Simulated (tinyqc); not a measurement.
Implant damage, amorphisation by cascade overlap, and solid-phase epitaxial regrowth. From temperature at which regrowth ends back to regrowth energy E_a. Computed by tinyqc, a small Python program. Command: `OMP_NUM_THREADS=1 python tinyqc.py 3111894 3111895 out.jsonl sper inv`. One thread of a shared host (Intel(R) Xeon(R) Processor @ 2.30GHz), about 0.03 s of CPU time with the checks.

Range and width of the damage are inputs. Dynamic annealing enters only through the surviving share f.

Inputs (values chosen for the exercise, modelled on phosphorus ions in silicon):

| quantity | value | unit |
|---|---|---|
| atomic density N | 49.9 | 1/nm^3 |
| ion Z1 | 15 | - |
| ion mass M1 | 31 | u |
| target Z2 | 14 | - |
| target mass M2 | 28.09 | u |
| ion energy E | 54 | keV |
| displacement energy E_d | 17 | eV |
| depth of the damage peak R_d | 53 | nm |
| width of the damage profile s_d | 24 | nm |
| share of defects that survive f | 0.7 | - |
| critical displaced share x_c | 0.11 | - |
| dose Q | 3e+15 | 1/cm^2 |
| regrowth prefactor v0 | 6.4e+15 | nm/s |
| anneal temperature | 579 | C |
| rate relative to (100) | 0.33 | - |
| peak enhancement by the dopant | 5.7 | - |
| ramp rate | 2.5 | K/s |

Constants: a_0 = 0.529177210903 angstrom; e^2/(4 pi eps_0) = 14.39964548 eV angstrom; k_B = 8.617333262e-05 eV/K.

Method:
- Robinson partition: eps = E a M2/(Z1 Z2 (e^2/(4 pi eps_0)) (M1 + M2)), a = 0.8853 a_0/sqrt(Z1^(2/3) + Z2^(2/3)); k = 0.0793 Z1^(2/3) Z2^(1/2) (M1 + M2)^(3/2)/((Z1^(2/3) + Z2^(2/3))^(3/4) M1^(3/2) M2^(1/2)); damage energy T_d = E/(1 + k (eps + 0.40244 eps^(3/4) + 3.4008 eps^(1/6))); displacements nu = 0.8 T_d/(2 E_d).
- Displaced share x(z) = f nu Q exp(-(z - R_d)^2/(2 s_d^2))/(sqrt(2 pi) s_d N); the layer is amorphous where x > x_c, between R_d -/+ s_d sqrt(2 ln(x_max/x_c)), the upper edge being cut at the surface. Threshold dose Q_c = Q x_c/x_max.
- v = v0 x orientation factor x exp(-E_a/(k_B T)) x [1 + (enhancement - 1) exp(-(z - R_d)^2/(2 s_d^2))], T = anneal temperature + 273.15 K; the dopant is taken to follow the damage profile; the lower front moves from the lower edge z2 to the surface, or to the middle (z1 + z2)/2 of a buried layer with upper edge z1; time = int dz/v; the equivalent undoped distance is that time times the undoped velocity.
- On a linear ramp from 200 C regrowth ends at the T_f where int v_undoped dT/(ramp rate) equals the equivalent undoped distance.

Question. A run gave the result below. Find the regrowth energy E_a, known to lie between 2.3 and 2.9 eV.

temperature at which regrowth ends = 704.6171 C

Answer.

Each step takes the trial c = (a f_b - b f_a)/(f_b - f_a), f being the result less the target and a, b, c the logarithms of the listed values; c replaces end b, the old b replaces a if the sign of f changed, and otherwise f_a is halved.

Scan of the range:

| regrowth energy E_a (eV) | temperature at which regrowth ends (C) |
|---|---|
| 2.30 | 520.683 |
| 2.39 | 550.856 |
| 2.48 | 580.999 |
| 2.58 | 614.456 |
| 2.68 | 647.878 |
| 2.79 | 684.602 |
| 2.90 | 721.287 |

False position (Illinois rule, in the logarithm of the input) inside the bracket:

| step | end a | end b | trial | temperature at which regrowth ends (C) |
|---|---|---|---|---|
| 1 | 2.79000 | 2.90000 | 2.84949 | 704.446 |
| 2 | 2.90000 | 2.84949 | 2.85000 | 704.616 |
| 3 | 2.90000 | 2.85000 | 2.85000 | 704.619 |
| 4 | 2.85000 | 2.85000 | 2.85000 | 704.617 |

Temperature at which regrowth ends rises at every point of a 13-point scan of the range (every second point is shown), so one value fits; it is bracketed by 2.79 and 2.90. Answer: regrowth energy E_a = 2.850 eV.
